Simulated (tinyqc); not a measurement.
Thin-body transistor below threshold, two-dimensional Poisson equation on a small mesh: effect of the channel length.

A thin body on a thick buried insulator of low permittivity, taken as carrying no normal field at the bottom of the body (row 0). Mobile charge is neglected (subthreshold), the body is fully depleted, and potentials are counted from the intrinsic level; rows run upward to the gate, columns from source to drain.

Mesh: rows i = 0..12 in the semiconductor (step hs = tb/12, row 12 on the interface), then 8 step(s) ho = tox/8 up to the gate row 20; columns j = 0..80 (step hy = L/80). Box integration, divided by eps0: up_i = eps hy/h of the interval above row i, dn_i = that of the interval below (0 for row 0), lat_i = (sum of eps h/2 over the intervals above and below)/hy, s_i = -q Na w_i hy/eps0 with w_i the semiconductor height of the box (hs/2 for row 0 and the interface row, hs between, 0 in the insulator). Each free node obeys (up + dn + 2 lat) psi = up psi(above) + dn psi(below) + lat [psi(left) + psi(right)] + s. Fixed values: gate row Vg - Vfb; column 0 at Vbi and the last column at Vbi + Vd in the semiconductor, each running linearly to Vg - Vfb across the insulator. The system is solved directly. On row 0 the minimum of psi and its place come from a parabola through the three lowest nodes; barrier = Vbi - minimum, swing = Vt ln 10/(d psi/dVg), DIBL = (d psi/dVd)/(d psi/dVg) there. Lambda = pi/k with k the smallest positive root of tan(k tox) tan(k tb) = eox/eps_r.

Parameters, values chosen for the exercise; semiconductor permittivity close to that of germanium: temperature T = 400 K; relative permittivity of the semiconductor eps_r = 16; relative permittivity of the insulator eox = 9; body thickness tb = 6 nm; insulator thickness tox = 1.8 nm; acceptor density of the depleted body Na = 5.7e17 cm^-3; potential of the source Vbi = 0.54 V; gate offset Vfb = 0.04 V; gate voltage Vg = 0.05 V; drain voltage Vd = 0.7 V.

Constants: q = 1.602176634e-19 C, kB = 1.380649e-23 J/K, Vt = kB T/q, eps0 = 8.8541878128e-14 F/cm where lengths are in cm. Results are converted to the units shown.

Effect of the channel length:

| L (nm) | L/Lambda | barrier (V) | place y/L | swing (mV/decade) | DIBL (mV/V) |
|---|---|---|---|---|---|
| 16 | 0.8888 | 0.1132 | 0.3146 | 206.6 | 377.3 |
| 20 | 1.111 | 0.2262 | 0.3694 | 142.0 | 217.1 |
| 24 | 1.333 | 0.3170 | 0.3971 | 115.7 | 133.5 |
| 29 | 1.611 | 0.3986 | 0.4173 | 99.75 | 77.03 |
| 35 | 1.944 | 0.4613 | 0.4324 | 90.34 | 41.97 |
| 43 | 2.389 | 0.5077 | 0.4452 | 84.48 | 19.66 |
| 52 | 2.888 | 0.5329 | 0.4548 | 81.62 | 8.685 |
| 63 | 3.500 | 0.5459 | 0.4627 | 80.22 | 3.276 |

Read the table: what changes, and by how much?

As L goes from 16 to 63 nm, the barrier rises from 0.113 to 0.546 V, the swing falls from 207 to 80.2 mV a decade and DIBL falls from 377 to 3.28 mV/V; the ideal swing is 79.4. L/Lambda goes from 0.89 to 3.5. Between the last two rows DIBL decays with a length of 11.3 nm; 2 Lambda/pi is 11.5 nm. At L = 16 nm the barrier is under 6 Vt, so mobile charge, neglected here, begins to count.

Numbers from tinyqc (`OMP_NUM_THREADS=1 python tinyqc.py 2480094 2480095 out.jsonl`; about 0.1 s on one thread of a shared Intel Xeon 2.30GHz).
